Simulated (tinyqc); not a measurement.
Worked calculation: electromigration in a confined line: Blech product, Korhonen stress evolution and Black's law. Computed by tinyqc, a small Python program that keeps every step. Command: `OMP_NUM_THREADS=1 python tinyqc.py 3018587 3018588 out.jsonl emigr walk`. One thread of a shared host (Intel(R) Xeon(R) Processor @ 2.30GHz), about 0.02 s of CPU time with the checks. Intermediate numbers are printed to about 6 digits and carried at full precision; extremes and crossings named in words are read from the listed rows.

The electron wind pushes atoms from the cathode (x = 0) to the anode (x = L); blocking ends build a back stress (tension positive). The input rho is taken not to change with temperature. d sigma/dt = d/dx [kappa (d sigma/dx + G)], with zero flux at both ends and sigma = sigma_0 at t = 0.

Inputs (values chosen for the exercise, close to those used for cobalt lines): resistivity rho = 9.51 micro-ohm cm; atomic volume Omega = 11.1 angstrom^3; effective charge number Z* = 1.8; prefactor D0 = 6.7e-07 m^2/s; activation energy E = 1.28 eV; effective modulus B = 48 GPa; critical stress sigma_c = 430 MPa; initial stress sigma_0 = 86 MPa; current density j = 3.7 MA/cm^2; line length L = 36 um; test temperature T = 340 C; time as a fraction of L^2/kappa, s = 0.091; use temperature T_u = 85 C; use current density j_u = 1.3 MA/cm^2; current exponent n = 1.5.

Start: thermal stress.

Constants: e = 1.602176634e-19 C; k_B = 8.617333262e-05 eV/K; k_B = 1.380649e-23 J/K.

## Driving force and diffusivities

G = Z* e rho j/Omega; D = D0 exp(-E/(k_B T)); kappa = D B Omega/(k_B T); drift velocity of an unconfined line v = D Z* e rho j/(k_B T). SI: 1 micro-ohm cm = 1e-8 ohm m, 1 MA/cm^2 = 1e10 A/m^2. Temperatures in kelvin are T(C) + 273.15.

stress gradient G = 91.4202 MPa/um

diffusivity D = 2.01898e-17 m^2/s

kappa = 1.27071e-15 m^2/s

drift velocity = 8.71264 nm/h

## Steady state and Blech product

At steady state sigma(x) = sigma_0 + G (L/2 - x). A void forms only if the cathode stress reaches sigma_c, that is if j L exceeds (j L)_c = 2 Omega (sigma_c - sigma_0)/(Z* e rho). Time scale tau = L^2/kappa.

steady cathode stress = 1731.56 MPa

j L = 13320 A/cm

critical product (j L)_c = 2784.50 A/cm

tau = 283.306 h

j L is 4.78 times the critical product: the line can fail. Caution: a steady stress above sigma_c is formal, since a void forms first.

## Series terms at the cathode

sigma(x, t) = sigma_0 + G L [1/2 - x/L - 4 sum_(m odd) cos(m pi x/L) exp(-m^2 pi^2 s)/(m pi)^2], s = t/tau, summed to m = 399. The terms at x = 0 are 4 exp(-m^2 pi^2 s)/(m pi)^2; tau = L^2/kappa.

terms for m = 1, 3, 5, 7: [0.165084, 1.39004e-05, 2.87378e-12, 6.38097e-22]

cathode stress at time s = 1188.20 MPa

time t = 25.7809 h

Caution: the stress exceeds sigma_c: a void would already have formed and relaxed it, so the value is formal.

## Stress along the line

Steady state: sigma_0 + G L (1/2 - x/L). Take x/L = 0, 0.1, 0.2, 0.3, 0.4, 0.6, 0.8 and 1.

Stress (MPa):
```
x/L  at time s  steady state
0.0    1188.20       1731.56
0.1     885.70       1402.45
0.2     633.80       1073.34
0.3     424.92        744.23
0.4     247.26        415.11
0.6     -75.26       -243.11
0.8    -461.80       -901.34
1.0   -1016.20      -1559.56
```

Caution: stresses above sigma_c are formal, since a void forms first.

## Finite line against the semi-infinite law

Semi-infinite line: sigma(0, t) = sigma_0 + 2 G L sqrt(s/pi). One-term form: keep m = 1 alone.

Cathode stress (MPa):
```
s            t (h)  full series  semi-infinite  one term
0.002  5.66613e-01       252.08         252.08    423.79
0.005  1.41653e+00       348.59         348.59    461.94
0.01   2.83306e+00       457.36         457.36    523.08
0.02   5.66613e+00       611.19         611.19    636.65
0.05   1.41653e+01       915.51         916.39    917.25
0.1    2.83306e+01      1234.41        1260.36   1234.43
0.2    5.66613e+01      1546.28        1746.79   1546.28
0.4    1.13323e+02      1705.83        2434.71   1705.83
0.8    2.26645e+02      1731.07        3407.58   1731.07
```

Among these rows the semi-infinite law holds to 1 % up to s = 0.05 and the one-term form from s = 0.05 on: the far end is felt once sqrt(kappa t) is no longer small against L, and by then the terms with m > 1 have nearly died out. The critical stress 430 MPa is passed between s = 0.005 and 0.01. Caution: rows beyond sigma_c are formal, since a void ends the model there.

## Time to nucleate a void

Solve sigma(0, t) = sigma_c for s; the semi-infinite estimate is t = (pi/kappa) ((sigma_c - sigma_0)/(2 G))^2.

nucleation time = 2.43094 h

semi-infinite estimate = 2.43094 h

The two agree: the void nucleates before the far end is felt, so the time scales as 1/j^2 and not with L.

## Extrapolation by Black's law

Median life t50 = A j^(-n) exp(E/(k_B T)); acceleration factor = t50(use)/t50(test) = (j/j_u)^n exp[(E/k_B)(1/T_u - 1/T)].

current factor = 4.80162

temperature factor = 3.09620e+07

acceleration factor = 1.48668e+08

At the use current j_u L exceeds the critical product. Caution: an acceleration factor above a million assumes one mechanism over a range that no test covers.

Checks made by the program: series against a 200-cell finite-volume solution (on the scale of G L) (relative difference 1e-06).
